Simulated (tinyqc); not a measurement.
From one set of inputs to another, one input at a time: correction of a charged-defect supercell by a model charge and potential alignment (plane-averaged potentials). Computed by tinyqc, a small Python program. Command: `OMP_NUM_THREADS=1 python tinyqc.py 3113731 3113732 out.jsonl align ladder`. One thread of a shared host (Intel(R) Xeon(R) Processor @ 2.30GHz), about 0.02 s of CPU time with the checks.

The "true" defect charge is (1 - x) q in a Gaussian of width sigma plus x q in one of width sigma_t, so the exact answer is known; the correction sees only a single model Gaussian of width sigma_m. A Gaussian of width s has the transform rho(G) = exp(-G^2 s^2/2), normalised to 1. A uniform background cancels q, so G = 0 is left out. Potentials are those felt by a unit positive charge. E_0 is the formation energy of the isolated defect, E_cell its value in the supercell, E_lat = E_iso - E_per of the model charge, C the true less the model potential far from the defect; the exact correction is E_0 - E_cell, and the error of a scheme is E_cell plus its correction less E_0.

The inputs printed are set A. Inputs not listed in the table keep their values of set A, so the rows need not describe a real material.

Inputs (values chosen for the exercise, with screening close to that of Al2O3):
```
quantity,value,unit
defect charge q,-2,e
dielectric constant eps,9.15,-
edge of the cubic cell L,17.7,angstrom
width sigma of the true defect charge,1.3,angstrom
width sigma_m of the model charge,1.1,angstrom
share x of the charge in a wide tail,0,-
width sigma_t of the tail,2.1,angstrom
formation energy of the isolated defect E_0,2.87,eV
```

Constants: e^2/(4 pi eps_0) = 14.39964548 eV angstrom.

Method:
- Periodic energy E_per = (2 pi q^2/(eps L^3)) (e^2/(4 pi eps_0)) sum_(G != 0) rho(G)^2/G^2, G = (2 pi/L)(n1, n2, n3), |n_i| <= 16. Isolated energy: two Gaussians of charges q_a, q_b and widths a, b interact by q_a q_b (e^2/(4 pi eps_0 eps)) sqrt(2/pi)/sqrt(a^2 + b^2), and the self-energy is half the sum over pairs.
- Supercell value E_cell = E_0 + E_per - E_iso for the true charge.
- E_lat = E_iso - E_per for the model charge; point-charge value alpha q^2 e^2/(4 pi eps_0 eps 2 L) with alpha = 2.837297.
- Plane-averaged potential at distance z from the defect: V(z) = (4 pi q/(eps L^3)) (e^2/(4 pi eps_0 e)) sum_(m != 0) rho(G_m) cos(G_m z)/G_m^2, G_m = 2 pi m/L, |m| <= 40.
- C = difference at z = L/2; E_corr = E_cell + E_lat - q C. For charges that have died out at L/2, C = (2 pi q/(eps L^3)) (e^2/(4 pi eps_0 e)) (<s^2> - sigma_m^2), <s^2> = (1 - x) sigma^2 + x sigma_t^2.

Each row keeps all changes above it:
```
input moved,from,to,exact correction (eV),error without alignment (meV),error with the point-charge term alone (meV)
set A,-,-,0.49248,3.4237,12.054
width sigma_t of the tail (angstrom),2.1,2.2,0.49248,3.4237,12.054
dielectric constant eps,9.15,5.51,0.81782,5.6854,20.017
edge of the cubic cell L (angstrom),17.7,18.5,0.78408,4.9793,17.531
width sigma of the true defect charge (angstrom),1.3,1.4,0.78128,7.7801,20.332
```

Which inputs carry the difference?

Exact correction goes from 0.492 to 0.781, a factor 1.59 in all. The largest single move comes from dielectric constant eps (a factor 1.66). Error without alignment goes from 3.42 to 7.78, a factor 2.27 in all. The largest single move comes from dielectric constant eps (a factor 1.66), and edge of the cubic cell L works against it (a factor 0.876). Error with the point-charge term alone goes from 12.1 to 20.3, a factor 1.69 in all. The largest single move comes from dielectric constant eps (a factor 1.66), and edge of the cubic cell L works against it (a factor 0.876). The single moves hold for this order of the switches; the total does not depend on the order.

Extremes, crossings and ranges named in words are read from the listed rows.
